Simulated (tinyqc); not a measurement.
Conductance steps with and without the scatterer: conductance of a narrow metal strip with scatterers (square lattice, Green functions).

A strip of W sites across with hard walls, site energy 0 and hopping -t. Mode n = 1 to W has profile chi_n(j) = sqrt(2/(W + 1)) sin(n j pi/(W + 1)) and energy en = -2t cos(n pi/(W + 1)); E = en - 2t cos(kn a). With z_n = exp(i kn a) (Im k > 0 for closed modes, |z| < 1) each lead gives the self-energy -t z_n in mode n. One column carries the site energies v, here one foreign atom. In the mode basis V_nm = sum_j chi_n(j) v_j chi_m(j), G = (E - en + 2 t z_n - V)^-1, and t_nm = 2t sqrt(sin(kn a) sin(km a)) G_nm in size for open modes. T = sum |t_nm|^2, conductance (2e^2/h) T.

Parameters, chosen for this exercise (out of a larger set: hopping and spacing of the size met in Cu or Al; the lattice is a model; not measured data): t = 0.93 eV (hopping); W = 5 (sites across); v = (0, 0, 0, 2, 0) eV (site energies in the scattering column).

E is varied across the lower half of the band.

Against energy:

| E/t | E (eV) | open modes | T | reflected |
|---|---|---|---|---|
| -3.30 | -3.069 | 1 | 0.9411 | 0.0589 |
| -2.95 | -2.744 | 2 | 1.4077 | 0.5923 |
| -2.65 | -2.465 | 2 | 1.7403 | 0.2597 |
| -2.30 | -2.139 | 2 | 1.8211 | 0.1789 |
| -1.95 | -1.813 | 3 | 2.8591 | 0.1409 |
| -1.65 | -1.534 | 3 | 2.8811 | 0.1189 |
| -1.30 | -1.209 | 3 | 2.9070 | 0.0930 |
| -0.95 | -0.883 | 4 | 3.3505 | 0.6495 |
| -0.65 | -0.605 | 4 | 3.6371 | 0.3629 |
| -0.30 | -0.279 | 4 | 3.8555 | 0.1445 |
| 0.05 | 0.046 | 5 | 4.2547 | 0.7453 |

What can be read from this table?

The clean strip goes from 1 to 5 open modes. The reflected flux ranges from 0.059 (E/t = -3.3) to 0.745 (E/t = 0.05). A scatterer on one site acts on one combination of modes only, so it can reflect at most one unit.

Run: tinyqc, `OMP_NUM_THREADS=1 python tinyqc.py 1481872 1481873 out.jsonl`; Intel(R) Xeon(R) Processor @ 2.30GHz, one thread, shared host; about 0.01 s of CPU time with all checks.
